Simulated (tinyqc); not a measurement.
Valence-band offset from core levels (Kraut method), with the dipole against the affinity rule: one step of the calculation.

Binding energies are counted downwards from the Fermi level. dEv > 0 means that the valence edge of B lies below that of A, dEc > 0 that the conduction edge of B lies above that of A; dEc + dEv = EgB - EgA. The spectra are made-up values treated as data.

Problem. Valence-band maximum of bare A. Fit a straight line to the leading edge by least squares; the maximum vA lies where it meets the background.

Parameters, values chosen for the exercise:
- bg = 26 (background counts in the gap)

| point | binding energy (eV) | counts on the leading edge |
|---|---|---|
| 0 | 0.62 | 98 |
| 1 | 0.74 | 132 |
| 2 | 0.86 | 167 |
| 3 | 0.98 | 201 |
| 4 | 1.1 | 237 |
| 5 | 1.22 | 270 |

Wanted: slope; intercept; vA.

Solution.

slope = 287.9 counts/eV
intercept = -80.66 counts
vA = 0.3705 eV

tinyqc, about 0.01 s, one thread, Intel Xeon 2.30GHz (shared host): `OMP_NUM_THREADS=1 python tinyqc.py 2410155 2410156 out.jsonl`
